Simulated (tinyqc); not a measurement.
Inside a calculation. Method: Hubbard ring of 6 sites. Computed by tinyqc, a small Python program that keeps every step. Settings: hopping = 1.59, U = 6.1, mixing = 0.5, iteration cap = 77. Command: `OMP_NUM_THREADS=1 python tinyqc.py 22833 22834 out.jsonl` (the two numbers bound the seeds that draw the settings). One thread of a shared host (Intel(R) Xeon(R) Processor @ 2.60GHz), about 0.3 s of CPU time with the checks. Later iterations appear only in the table of the cycle.

## Mean-field iteration 1

one-body matrix (hopping and site energies) (eV):
```
,1,2,3,4,5,6
1,0.00000,-1.59000,0.00000,0.00000,0.00000,-1.59000
2,-1.59000,0.00000,-1.59000,0.00000,0.00000,0.00000
3,0.00000,-1.59000,0.00000,-1.59000,0.00000,0.00000
4,0.00000,0.00000,-1.59000,0.00000,-1.59000,0.00000
5,0.00000,0.00000,0.00000,-1.59000,0.00000,-1.59000
6,-1.59000,0.00000,0.00000,0.00000,-1.59000,0.00000
```

U = 6.10000 eV

electrons, up and down: 3  3

mixing = 0.50000

n(up) at the start (a guess, not normalised): 1 0.95000, 2 0.05000, 3 0.95000, 4 0.05000, 5 0.95000, 6 0.05000

n(down) at the start (a guess): 1 0.05000, 2 0.95000, 3 0.05000, 4 0.95000, 5 0.05000, 6 0.95000

H(up) = T + U n(down), H(down) = T + U n(up); fill the lowest levels; n(new) = n + mixing (n(out) - n); E = tr T (rho up + rho down) + U sum n_up n_down of the output.

levels, up (eV): -1.15088  -0.12224  -0.12224  6.22224  6.22224  7.25088

levels, down (eV): -1.15088  -0.12224  -0.12224  6.22224  6.22224  7.25088

energy = -4.63071 eV

n(up) after iteration 1: 1 0.92367, 2 0.07633, 3 0.92367, 4 0.07633, 5 0.92367, 6 0.07633

n(down) after iteration 1: 1 0.07633, 2 0.92367, 3 0.07633, 4 0.92367, 5 0.07633, 6 0.92367

## Mean-field iteration 2

As before.

levels, up (eV): -1.04775  0.01566  0.01566  6.08434  6.08434  7.14775

levels, down (eV): -1.04775  0.01566  0.01566  6.08434  6.08434  7.14775

energy = -4.65717 eV

n(up) after iteration 2: 1 0.90635, 2 0.09365, 3 0.90635, 4 0.09365, 5 0.90635, 6 0.09365

n(down) after iteration 2: 1 0.09365, 2 0.90635, 3 0.09365, 4 0.90635, 5 0.09365, 6 0.90635

## Convergence

Each step fills the lowest levels of T + U n(other spin) and sets n(new) = n + mixing (n(out) - n); stop when output and input agree to 1e-8.

Course of the cycle:
```
iteration,E (eV),largest |n(out) - n(in)|,mean |n_up - n_down|
1,-4.6307142,5.27e-02,0.79469
2,-4.6571722,3.47e-02,0.77804
3,-4.6698304,2.33e-02,0.76607
4,-4.6759611,1.59e-02,0.75751
5,-4.6789615,1.10e-02,0.75142
6,-4.6804420,7.67e-03,0.74708
7,-4.6811771,5.38e-03,0.74400
8,-4.6815437,3.78e-03,0.74181
9,-4.6817272,2.67e-03,0.74026
10,-4.6818193,1.89e-03,0.73915
11,-4.6818655,1.34e-03,0.73837
...,...,...,...
36,-4.6819125,2.57e-07,0.73644
37,-4.6819125,1.83e-07,0.73644
38,-4.6819125,1.30e-07,0.73644
39,-4.6819125,9.22e-08,0.73644
40,-4.6819125,6.55e-08,0.73644
41,-4.6819125,4.65e-08,0.73644
42,-4.6819125,3.30e-08,0.73644
43,-4.6819125,2.35e-08,0.73644
44,-4.6819125,1.67e-08,0.73644
45,-4.6819125,1.18e-08,0.73644
46,-4.6819125,8.42e-09,0.73644
```

local moments n_up - n_down: 1 0.73644, 2 -0.73644, 3 0.73644, 4 -0.73644, 5 0.73644, 6 -0.73644

Converged in 46 iterations. Before convergence this energy mixes input and output and is not variational, so it may rise towards its limit.

## Exact diagonalisation (400 states)

Lowest levels of the sector, and the double occupancy of the lowest state.

lowest levels (eV): -6.01048  -4.73156  -4.11892  -3.97855  -3.97855  -3.42655

double occupancy per site = 0.11619

The mean-field solution above lies 1.3286 eV above the exact energy.

## The lowest level by Lanczos steps

From a random start vector (not printed): a_j = <q_j|H|q_j>, b_j = norm of the remainder after orthogonalising; the Ritz value is the lowest eigenvalue of the tridiagonal matrix of a and b so far.

Lanczos:
```
j,a_j (eV),b_j (eV),lowest Ritz value (eV)
1,5.57666,7.63854,5.5766579
2,5.84973,8.21459,-1.9265718
3,9.07655,7.69059,-4.7136727
4,9.63172,7.30744,-5.6103020
5,10.19564,6.70068,-5.8970466
6,10.96735,7.23709,-5.9706893
7,11.20134,7.55573,-5.9917410
8,8.64573,7.68807,-6.0003418
9,9.69864,7.50535,-6.0052005
10,9.90245,7.07193,-6.0078412
```
